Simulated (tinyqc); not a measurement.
Inside a calculation. Method: Hueckel theory of the pi electrons with the omega technique, for the molecule O=C1C=CC(=O)C=C1 (SMILES; centres numbered as the heavy atoms are written). One step of it, computed by the program tinyqc.

Problem. Orbitals, round 2. Diagonalise; E = alpha + x beta with beta < 0, so the largest x are filled first; degenerate levels share their electrons. P = sum n_i c_ri c_si; each orbital has its largest coefficient positive (the first on a tie).

matrix after round 1:
```
          1O        2C        3C        4C        5C        6O        7C        8C
1O  0.832070  1.000000  0.000000  0.000000  0.000000  0.000000  0.000000  0.000000
2C  1.000000  0.106327  1.000000  0.000000  0.000000  0.000000  0.000000  1.000000
3C  0.000000  1.000000  0.030801  1.000000  0.000000  0.000000  0.000000  0.000000
4C  0.000000  0.000000  1.000000  0.030801  1.000000  0.000000  0.000000  0.000000
5C  0.000000  0.000000  0.000000  1.000000  0.106327  1.000000  1.000000  0.000000
6O  0.000000  0.000000  0.000000  0.000000  1.000000  0.832070  0.000000  0.000000
7C  0.000000  0.000000  0.000000  0.000000  1.000000  0.000000  0.030801  1.000000
8C  0.000000  1.000000  0.000000  0.000000  0.000000  0.000000  1.000000  0.030801
```

pi electrons, sum of z_r less the charge = 8

Give: x values; occupations; coefficients; charge and bond-order matrix P.

Solution.

x values: 2.3237  1.8269  1.0308  0.8960  0.2070  -0.9692  -1.2505  -2.0646

occupations: 2.0000  2.0000  2.0000  2.0000  0.0000  0.0000  0.0000  0.0000

coefficients:
```
       MO1      MO2      MO3      MO4      MO5      MO6      MO7      MO8
1O  0.2914   0.4722   0.0000   0.5862   0.5056   0.0000  -0.2672  -0.1463
2C  0.4347   0.4697   0.0000   0.0375  -0.3161   0.0000   0.5564   0.4236
3C  0.3362   0.1680   0.5000  -0.2783  -0.2687   0.5000  -0.2439  -0.3867
4C  0.3362  -0.1680   0.5000  -0.2783   0.2687  -0.5000  -0.2439   0.3867
5C  0.4347  -0.4697   0.0000   0.0375   0.3161   0.0000   0.5564  -0.4236
6O  0.2914  -0.4722   0.0000   0.5862  -0.5056   0.0000  -0.2672   0.1463
7C  0.3362  -0.1680  -0.5000  -0.2783   0.2687   0.5000  -0.2439   0.3867
8C  0.3362   0.1680  -0.5000  -0.2783  -0.2687  -0.5000  -0.2439  -0.3867
```

charge and bond-order matrix P:
```
         1O       2C       3C       4C       5C       6O       7C       8C
1O   1.3031   0.7409   0.0283  -0.2890  -0.1462   0.4113  -0.2890   0.0283
2C   0.7409   0.8220   0.4293   0.1136  -0.0605  -0.1462   0.1136   0.4293
3C   0.0283   0.4293   0.9375   0.8246   0.1136  -0.2890  -0.1754  -0.0625
4C  -0.2890   0.1136   0.8246   0.9375   0.4293   0.0283  -0.0625  -0.1754
5C  -0.1462  -0.0605   0.1136   0.4293   0.8220   0.7409   0.4293   0.1136
6O   0.4113  -0.1462  -0.2890   0.0283   0.7409   1.3031   0.0283  -0.2890
7C  -0.2890   0.1136  -0.1754  -0.0625   0.4293   0.0283   0.9375   0.8246
8C   0.0283   0.4293  -0.0625  -0.1754   0.1136  -0.2890   0.8246   0.9375
```
